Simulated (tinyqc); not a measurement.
# Pressure-driven transition between two phases with analytic equations of state, step by step

A worked calculation. Computed by tinyqc, a small Python program that keeps every step. Command: `OMP_NUM_THREADS=1 python tinyqc.py 3026436 3026437 out.jsonl transition walk`. One thread of a shared host (Intel(R) Xeon(R) Processor @ 2.30GHz), about 0.03 s of CPU time with the checks. Intermediate numbers are printed to about 7 digits and carried at full precision; extremes and crossings named in words are read from the listed rows.

Each phase obeys E = E0 + (9 B0 V0/h^2) {1 + [h (1 - x) - 1] exp(h (1 - x))}, P = 3 B0 (1 - x) x^-2 exp(h (1 - x)), x = (V/V0)^(1/3), h = (3/2)(B' - 1); E0 = 0 for phase 1 and Delta E0 for phase 2. H = E + P V.

Inputs (values chosen for the exercise, for two model phases):

| quantity | value | unit |
|---|---|---|
| volume V0 of phase 1 | 27.1 | angstrom^3/atom |
| B0 of phase 1 | 80.6 | GPa |
| B' of phase 1 | 4.46 | - |
| volume V0 of phase 2 | 23.6 | angstrom^3/atom |
| B0 of phase 2 | 77 | GPa |
| B' of phase 2 | 4.25 | - |
| energy of phase 2 above phase 1, Delta E0 | 0.083 | eV/atom |
| entropy of phase 2 less phase 1, Delta S | 0.45 | k_B/atom |
| temperature T | 600 | K |

Equation of state: Vinet.

Constants: 1 eV/angstrom^3 = 160.2176634 GPa; k_B = 8.617333262e-05 eV/K.

## First estimate from rigid phases

If neither phase were compressed, P = Delta E0/(V0 of phase 1 - V0 of phase 2).

rigid estimate = 3.799447 GPa

## One Newton step

At the estimate, solve P(V) = P for each phase, form H, and step P(new) = P - (H_2 - H_1)/(V_2 - V_1), since dH/dP = V.

V_1 = 25.96292 angstrom^3

H_1 = 0.6286621 eV

V_2 = 22.56427 angstrom^3

H_2 = 0.6299064 eV

next pressure = 3.858103 GPa

## Transition pressure at zero temperature

Start from P = Delta E0/(V0 of phase 1 - V0 of phase 2); at each P solve P(V) = P for both phases and step P(new) = P - (H_2 - H_1)/(V_2 - V_1); stop when |H_2 - H_1| < 1e-10 eV. At the zero-temperature transition the volume change is V_2/V_1 - 1 and the work is P (V_1 - V_2).

Iterations:

| step | P (GPa) | V_1 (angstrom^3) | V_2 (angstrom^3) | H_2 - H_1 (meV) |
|---|---|---|---|---|
| 0 | 3.799447 | 25.96292 | 22.56427 | 1.244250e+00 |
| 1 | 3.858103 | 25.94725 | 22.55001 | 2.579144e-04 |
| 2 | 3.858116 | 25.94724 | 22.55000 | 0 |

transition pressure = 3.858116 GPa

V_1 at the transition = 25.94724 angstrom^3

V_2 at the transition = 22.55000 angstrom^3

volume change = -13.09287 %

work P (V_1 - V_2) = 0.08180709 eV/atom

The rigid estimate is low by 1.5 %: phase 1 shrinks faster than phase 2, so the volume gain narrows under pressure.

## Enthalpies against pressure

For each P solve P(V) = P in both phases.

Both phases:

| P (GPa) | V_1 (angstrom^3) | V_2 (angstrom^3) | H_2 - H_1 (meV/atom) | stable |
|---|---|---|---|---|
| 0.00 | 27.10000 | 23.60000 | 83.00000 | phase 1 |
| 0.96 | 26.78727 | 23.31499 | 62.11237 | phase 1 |
| 1.90 | 26.49901 | 23.05238 | 41.81634 | phase 1 |
| 2.90 | 26.20961 | 22.78884 | 20.38558 | phase 1 |
| 3.50 | 26.04370 | 22.63780 | 7.60310 | phase 1 |
| 4.20 | 25.85686 | 22.46775 | -7.24059 | phase 2 |
| 5.00 | 25.65155 | 22.28095 | -24.11663 | phase 2 |
| 6.20 | 25.35859 | 22.01448 | -49.26172 | phase 2 |

H_2 - H_1 changes with slope V_2 - V_1, from -3.500 to -3.344 angstrom^3 per atom over the table, and passes zero at 3.86 GPa. An error of 10 meV per atom in Delta E0 moves the transition by about 0.47 GPa.

## Shift with temperature

At T the condition is H_2 - H_1 - T Delta S = 0, with Delta S constant and thermal expansion left out; the Clausius-Clapeyron slope is dP/dT = Delta S/(V_2 - V_1) at the zero-temperature point.

Clapeyron slope = -1.828815 MPa/K

transition pressure at T = 2.765120 GPa

linear estimate at T = 2.760827 GPa

The dense phase has the higher entropy, so heating lowers the transition pressure. Caution: a constant Delta S holds only at high temperature; it vanishes as T goes to 0, so the shift counted from T = 0 is somewhat too large.

Checks made by the program: slope of the common tangent, -(E_2 - E_1)/(V_2 - V_1) (relative difference below 1e-10).
